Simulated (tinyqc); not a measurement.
# Worked calculation: ballistic Schottky-barrier transistor with a two-dimensional channel, WKB contacts

Program tinyqc, `OMP_NUM_THREADS=1 python tinyqc.py 2390115 2390116 out.jsonl`; Intel Xeon 2.30GHz, shared host, one thread, about 0.4 s. Printed values are rounded.

Source Fermi level 0, drain Fermi level -Vd. Far from the contacts Ec = pn - psi, and the gate moves psi one to one; the band edges relax as exp(-x/lam) from pn at the source and pn - Vd at the drain; Ev = Ec - Eg. A carrier of energy w inside the channel band meets at a contact a barrier of height D (the contact edge beyond the channel edge): T = 1 for w >= D, else exp(-S), S = 4 lam sqrt(m/C) [sqrt(D - w) - sqrt(w) arctan sqrt((D - w)/w)], C = hbar^2/(2 m0). The two contacts combine as Ts Td/(Ts + Td - Ts Td).

Values chosen for this exercise; channel values close to those of a tungsten diselenide layer: temperature T = 300 K; band gap Eg = 1.4 eV; barrier for electrons at both contacts pn = 0.62 eV; electron mass mn = 0.37 m0; hole mass mp = 0.42 m0; valleys or subbands g = 2; screening length at the contacts lam = 2.2 nm; drain bias Vd = 0.1 V; band shift psi of the channel by the gate ps = 0.52 V; energy of one carrier inside the channel band w0 = 0.24 eV; upper end of the grid wm = 0.7 eV; points of the grid nE = 15.

Constants: q = 1.602176634e-19 C, kB = 1.380649e-23 J/K, hbar = 1.054571817e-34 J s, h = 6.62607015e-34 J s, m0 = 9.1093837015e-31 kg, Vt = kB T/q, hbar^2/(2 m0) = 0.0380998212 eV nm^2. Results are converted to the units shown.

Range of the model: No scattering, image-force lowering, channel charge or band-to-band tunnelling; parabolic kappa overstates S deep in the gap.

## Band edges and barriers

Electrons: Ds = psi, Dd = psi - Vd, Es = Ec, Ed = Ec + Vd. Holes: Ds = -psi, Dd = Vd - psi, Es = -Ev, Ed = -Ev - Vd. The size of each current is taken; both flow from drain to source and add.

Ec = 0.1 eV
Ev = -1.3 eV
D for electrons (eV): source 0.5200000, drain 0.4200000
D for holes (eV): source -0.5200000, drain -0.4200000

A negative D is no barrier. Here the electrons carry the larger current.

## Transmission of one of the electrons

S and T at both contacts for w = w0, and the tunnelling distance lam ln(D/w) at the higher barrier.

S at the source = 3.442313
S at the drain = 2.046117
combined T = 0.02631788
tunnelling distance = 1.701018 nm

## Current of the electrons on a coarse grid

I/W = g (2 q^2/h) int T(w) [N(Es + w) - N(Ed + w)] dw with w the energy of motion along the channel, N(y) = (1/2 pi) sqrt(pi m kB T/C) Fm(-y/kB T), Fm(x) = (1/sqrt(pi)) int_0^infinity u^(-1/2)/(1 + exp(u - x)) du. Electrons: Ds = psi, Dd = psi - Vd, Es = Ec, Ed = Ec + Vd. Holes: Ds = -psi, Dd = Vd - psi, Es = -Ev, Ed = -Ev - Vd. The size of each current is taken; both flow from drain to source and add. Simpson's rule on nE equally spaced w from 0 to wm.

```
point     w (eV)           Ts           Td            T  size of the supply difference (1/um)
0      0.0000000  2.580378e-9  1.912201e-8  2.273575e-9                              2.849013
1      0.0500000  1.508692e-5  1.001374e-4  1.311168e-5                             0.4171337
2      0.1000000  3.074587e-4  0.001815304  2.629959e-4                            0.06041171
3      0.1500000  0.002431050   0.01266201  0.002043647                           0.008735247
4      0.2000000   0.01164534   0.05295083  0.009637933                           0.001262784
5      0.2500000   0.04008606    0.1569668   0.03298468                           1.825444e-4
6      0.3000000    0.1079879    0.3573306   0.09042551                           2.638796e-5
7      0.3500000    0.2388176    0.6486627    0.2114643                           3.814546e-6
8      0.4000000    0.4454154    0.9391639    0.4329244                           5.514166e-7
9      0.4500000    0.7085153            1    0.7085153                           7.971073e-8
10     0.5000000    0.9507506            1    0.9507506                           1.152269e-8
11     0.5500000            1            1            1                           1.665677e-9
12     0.6000000            1            1            1                          2.407840e-10
13     0.6500000            1            1            1                          3.480685e-11
14     0.7000000            1            1            1                          5.031548e-12
```

current = 4.706300e-4 uA/um

A converged quadrature gives 4.720e-4 uA/um; this grid is 0.29 % below that. 0.00451 % of it passes over both barriers, the rest tunnels. The other carrier adds 4.09e-18 uA/um.
